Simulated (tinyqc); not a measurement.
What moves the results: density of states of one tight-binding band on the simple cubic lattice. A value that a table varies takes the place of the one given here.

E(k) = -2 t (c1 + c2 + c3) - 4 t2 (c1 c2 + c2 c3 + c3 c1) with ci = cos(2 pi ki); k in fractions of the reciprocal vectors, mesh k_i = j/N with j = 0 .. N-1. Densities are per cell and per spin, so the band holds one state.

Each cube of the mesh, corners numbered 0 to 7 as the binary number (i j l), is cut into six tetrahedra around the diagonal 0-7: 0137, 0157, 0237, 0267, 0457, 0467. For corner energies e1 <= e2 <= e3 <= e4 and eij = ei - ej, the share of the tetrahedron below E is n = (E - e1)^3/(e21 e31 e41) for e1 < E < e2; n = [e21^2 + 3 e21 x + 3 x^2 - (e31 + e42) x^3/(e32 e42)]/(e31 e41) with x = E - e2 for e2 < E < e3; n = 1 - (e4 - E)^3/(e41 e42 e43) for e3 < E < e4; its density of states is g = dn/dE.

Gaussian broadening: g(E) = mean over the mesh of exp(-(E - E_k)^2/(2 sigma^2))/(sigma sqrt(2 pi)), n(E) = mean of erfc((E_k - E)/(sigma sqrt 2))/2.

Values chosen for the exercise: t = 0.81 eV (nearest hopping); t2 = -0.05 eV (second hopping); N2 = 10 (mesh points along each axis in this comparison); sigma = 0.081 eV (Gaussian width); E = 1.89 eV (energy at which the density is wanted).

## Three ways to the same curve

N = N2 here; the reference is the linear method with N = 36.

g(E) (1/eV):

| E (eV) | reference | linear tetrahedra | Gaussian, sigma | Gaussian, sigma/4 | reference n(E) |
|---|---|---|---|---|---|
| -3.376 | 0.058 | 0.055 | 0.034 | 0.015 | 0.032 |
| -2.492 | 0.102 | 0.099 | 0.107 | 0.189 | 0.101 |
| -1.608 | 0.190 | 0.202 | 0.184 | 0.145 | 0.229 |
| -0.725 | 0.181 | 0.189 | 0.244 | 0.350 | 0.392 |
| 0.159 | 0.175 | 0.180 | 0.128 | 0.001 | 0.550 |
| 1.043 | 0.171 | 0.176 | 0.073 | 0.001 | 0.703 |
| 1.926 | 0.104 | 0.104 | 0.012 | 0.000 | 0.830 |
| 2.810 | 0.068 | 0.066 | 0.080 | 0.131 | 0.905 |
| 3.693 | 0.045 | 0.044 | 0.117 | 0.399 | 0.954 |
| 4.577 | 0.027 | 0.024 | 0.020 | 0.000 | 0.985 |

Root-mean-square errors against the reference: 0.0052 for linear tetrahedra, 0.0549 for sigma and 0.1549 for sigma/4. The narrow Gaussian is worse than the wide one, because it resolves the separate mesh levels. The reference is highest at -1.608 eV of the energies listed, and half filling lies between -0.725 and 0.159 eV.

## Convergence with the mesh

At the energy E; the plain count is the share of mesh points below E; the reference is the linear method with N = 36.

Results:

| N | points | g linear | n linear | g Gaussian | n Gaussian | n plain count |
|---|---|---|---|---|---|---|
| 4 | 64 | 0.1169 | 0.8670 | 0.0036 | 0.8905 | 0.8906 |
| 6 | 216 | 0.1082 | 0.8454 | 0.0002 | 0.8472 | 0.8472 |
| 8 | 512 | 0.1041 | 0.8364 | 0.0191 | 0.8308 | 0.8301 |
| 12 | 1728 | 0.1077 | 0.8304 | 0.0434 | 0.8256 | 0.8235 |
| 16 | 4096 | 0.1066 | 0.8286 | 0.1000 | 0.8256 | 0.8298 |
| 20 | 8000 | 0.1069 | 0.8276 | 0.1045 | 0.8241 | 0.8266 |

reference n and g: 0.8265  0.1065

The linear n(E) stays within 0.002 of the reference from N = 20 on. The Gaussian g still moves by more than 1 % between the last two meshes. At the last mesh it lies -0.002 1/eV from the reference g and the linear g 0.000. The plain count errs by +0.0002 at the last mesh.

## Critical points

The gradient vanishes at these points by symmetry; the signs of the eigenvalues of the second-derivative matrix give the type.

Critical points:

| point | k | E (eV) | positive | negative | type |
|---|---|---|---|---|---|
| Gamma | (0, 0, 0) | -4.2600 | 3 | 0 | minimum |
| X | (0.5, 0, 0) | -1.8200 | 2 | 1 | saddle |
| M | (0.5, 0.5, 0) | 1.4200 | 1 | 2 | saddle |
| R | (0.5, 0.5, 0.5) | 5.4600 | 0 | 3 | maximum |

Gamma is a minimum at -4.260 eV: its contribution to g starts as a square root. X is a saddle at -1.820 eV: g has a square-root kink there. M is a saddle at 1.420 eV: g has a square-root kink there. R is a maximum at 5.460 eV: its contribution to g ends as a square root.

## What moves the count of states

Linear method and Gaussian sum with N = 14. Each row changes one parameter from the base and keeps the others.

Results:

| case | n linear | g linear (1/eV) | n Gaussian | g Gaussian (1/eV) |
|---|---|---|---|---|
| base | 0.8294 | 0.1079 | 0.8267 | 0.0753 |
| t = 0.891 eV | 0.8096 | 0.1097 | 0.8104 | 0.0964 |
| E = 1.971 eV | 0.8379 | 0.1026 | 0.8320 | 0.0625 |
| sigma = 0.162 eV | 0.8294 | 0.1079 | 0.8254 | 0.0896 |
| t2 = -0.009 eV | 0.8293 | 0.1224 | 0.8249 | 0.0614 |

The largest shifts from the base row, up to three for each result and ties (the steps differ in size, so this ranks the rows, not the parameters). n linear: t -0.0197, E +0.0085, t2 -0.0000; unchanged at the printed digits by sigma. g linear (1/eV): t2 +0.0145, E -0.0054, t +0.0017; unchanged at the printed digits by sigma. n Gaussian: t -0.0163, E +0.0053, t2 -0.0018. g Gaussian (1/eV): t +0.0211, sigma +0.0143, t2 -0.0140.

tinyqc: `OMP_NUM_THREADS=1 python tinyqc.py 1680504 1680505 out.jsonl`; about 0.2 s, one thread, shared Intel(R) Xeon(R) Processor @ 2.30GHz.
